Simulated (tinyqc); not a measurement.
# Gate voltage for a wanted density

Problem. A HEMT has a barrier of thickness d, permittivity eb and off voltage Voff; energies are counted from the channel band edge at the interface. F = q (eta ns + Nb)/(eps0 ec) in eV/nm; E_k = a_k (C F^2/me)^(1/3), a_0 = 2.338107, a_1 = 4.087949, C = hbar^2/(2 m0); D = me m0 q/(pi hbar^2); ns = D Vt [ln(1 + exp((EF - E_0)/Vt)) + ln(1 + exp((EF - E_1)/Vt))], which gives EF = E_0 + Vt ln{2 s/[(1 + u) + sqrt((1 + u)^2 + 4 u s)]} with s = exp(ns/(D Vt)) - 1, u = exp((E_0 - E_1)/Vt). Charge control: ns + Nb = eps0 eb (Vg - Voff - EF)/(q d). Find E_0, E_1, EF and the Vg that gives this ns.

Parameters, values chosen for the exercise; material values close to those of AlGaAs on InGaAs:

| symbol | value | unit | meaning |
|---|---|---|---|
| T | 500 | K | temperature |
| d | 16 | nm | barrier thickness from gate to channel |
| me | 0.0574 | m0 | electron mass in the channel |
| ec | 13.4 |  | relative permittivity of the channel |
| eta | 0.75 |  | share of ns that counts in the confining field |
| Nb | 0 | cm^-2 | depletion charge of the buffer |

Constants: q = 1.602176634e-19 C, kB = 1.380649e-23 J/K, hbar = 1.054571817e-34 J s, m0 = 9.1093837015e-31 kg, Vt = kB T/q, eps0 = 8.8541878128e-14 F/cm where lengths are in cm, hbar^2/(2 m0) = 0.0380998212 eV nm^2. Results are converted to the units shown.

ns = 1.3e12 cm^-2
eb = 12.4
Voff = -0.39085229 V

Answer. In this direction nothing needs iterating: ns fixes the field, the levels and EF, and the charge-control relation gives Vg.

E_0 = 0.1137 eV
E_1 = 0.1988 eV
EF = 0.1393 eV
Vg = 0.05202 V

Computed by the program tinyqc: `OMP_NUM_THREADS=1 python tinyqc.py 2180084 2180085 out.jsonl`, one thread of a shared Intel Xeon 2.30GHz, about 0.01 s for the whole run.
